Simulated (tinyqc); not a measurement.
Comparisons within one model: Lorentz oscillators and the Kramers-Kronig relations. A value that a table varies takes the place of the one given here.

eps(E) = 1 + sum_j S_j/(E0_j^2 - E^2 - i G_j E).

Kramers-Kronig: eps1(E) = 1 + (2/pi) P integral_0^infinity E1 eps2(E1)/(E1^2 - E^2) dE1. Maclaurin rule on the grid E_j = j h, j = 1 .. M: eps1(E_i) = 1 + (4 h/pi) sum over j with j - i odd of E_j eps2(E_j)/(E_j^2 - E_i^2); nothing is added above E_M.

n + i k = sqrt(eps1 + i eps2) with k >= 0; R = ((n - 1)^2 + k^2)/((n + 1)^2 + k^2) at normal incidence from vacuum; alpha = 2 E k/(hbar c), times 1e8 for 1/cm; loss function Im(-1/eps) = eps2/(eps1^2 + eps2^2).

Constants: hbar c = 1973.269805 eV angstrom.

Inputs chosen for the exercise:
```
symbol  value          unit  meaning
E0      (12.2, 14.39)  eV    resonances
G       (1.22, 2.72)   eV    widths
S       (38.1, 112.5)  eV^2  strengths
h       0.5            eV    grid step
M       30                   grid points E_j = j h
E_t     3.7            eV    energy below the first line
E       5.71           eV    photon energy
```

## Numerical transform against the formula

Every third grid point is listed; the error is the transform minus the formula.

Dielectric function:
```
E (eV)   eps2  eps1 formula  eps1 transform   error
1.00    0.009         1.804           1.639  -0.164
2.50    0.025         1.827           1.713  -0.113
4.00    0.044         1.873           1.700  -0.174
5.50    0.072         1.952           1.830  -0.122
7.00    0.117         2.080           1.880  -0.200
8.50    0.205         2.299           2.158  -0.141
10.00   0.434         2.721           2.453  -0.268
11.50   1.667         3.619           3.479  -0.140
13.00   2.392         1.419           0.977  -0.442
14.50   2.999         0.199          -0.253  -0.452
```

The largest error listed is -0.452 at 14.50 eV. The rule samples every 2h = 1 eV and the narrowest line is 1.22 eV wide, so it is barely resolved. The grid ends at 15 eV, where eps2 is still 2.425; the error at the last point listed, nearest the missing tail, is -0.452.

## How far the spectrum must be known

The integrals are done by adaptive quadrature and cut at E_cut. f-sum share: (2/pi) integral of E eps2 over sum S. Static share: (2/pi) integral of eps2/E over eps(0) - 1.

Cut integrals:
```
E_cut (eV)  eps1(E_t)  f-sum share  static share
11.5            1.187        0.090         0.217
15.8            1.758        0.728         0.876
21.6            1.847        0.900         0.982
28.8            1.857        0.938         0.995
43.2            1.861        0.963         0.999
72.0            1.862        0.979         1.000
```

eps1(E_t) from the formula = 1.862

Cut at 15.8 eV, just above the last line, eps1(E_t) lacks 0.104; cut at 72 eV it lacks 0.000. At 21.6 eV the static sum has reached 0.982 and the f-sum only 0.900: the f-sum weights eps2 by E and the static sum by 1/E, so the f-sum needs the far tail.

## Optical constants across the spectrum

Spectrum:
```
E (eV)    eps1   eps2      n      k      R   loss
2.16     1.820  0.021  1.349  0.008  0.022  0.006
5.10     1.927  0.063  1.388  0.023  0.027  0.017
8.05     2.220  0.171  1.491  0.057  0.039  0.035
10.99    3.269  0.931  1.826  0.255  0.093  0.081
13.93    1.174  2.933  1.472  0.996  0.171  0.294
16.88   -0.346  0.674  0.454  0.743  0.319  1.175
19.82    0.287  0.177  0.559  0.159  0.090  1.560
22.76    0.549  0.077  0.743  0.052  0.023  0.250
25.71    0.684  0.042  0.827  0.025  0.009  0.089
28.65    0.763  0.026  0.874  0.015  0.005  0.044
31.59    0.815  0.017  0.903  0.010  0.003  0.026
34.54    0.850  0.012  0.922  0.007  0.002  0.017
```

Among the energies listed the largest values are at (eV): eps2 13.93; n 10.99; k 13.93; R 16.88; loss 19.82. eps1 crosses zero at 14.62 and 18.14 eV; the last crossing is upward and marks the plasmon, against sqrt(sum S) = 12.27 eV for free electrons.

## What each oscillator parameter does

At the energy E. Each row changes one parameter from the base and keeps the others.

Results:
```
case                    eps1   eps2      n      k      R
base                   1.966  0.077  1.403  0.027  0.028
E0 = (12.2, 15.11) eV  1.898  0.065  1.378  0.024  0.025
G = (1.22, 4.08) eV    1.960  0.104  1.401  0.037  0.028
S = (38.1, 135) eV^2   2.094  0.088  1.447  0.030  0.034
E = 5.995 eV           1.988  0.084  1.410  0.030  0.029
```

The largest shifts from the base row, up to three for each result and ties (the steps differ in size, so this ranks the rows, not the parameters). eps1: S +0.128, E0 -0.069, E +0.021. eps2: G +0.028, E0 -0.012, S +0.011. n: S +0.045, E0 -0.025, E +0.008. k: G +0.010, E0 -0.004, S +0.003. R: S +0.005, E0 -0.003, E +0.001; unchanged at the printed digits by G.

(tinyqc, `OMP_NUM_THREADS=1 python tinyqc.py 1652576 1652577 out.jsonl`, Intel(R) Xeon(R) Processor @ 2.30GHz, 1 thread, shared host, about 0.2 s.)
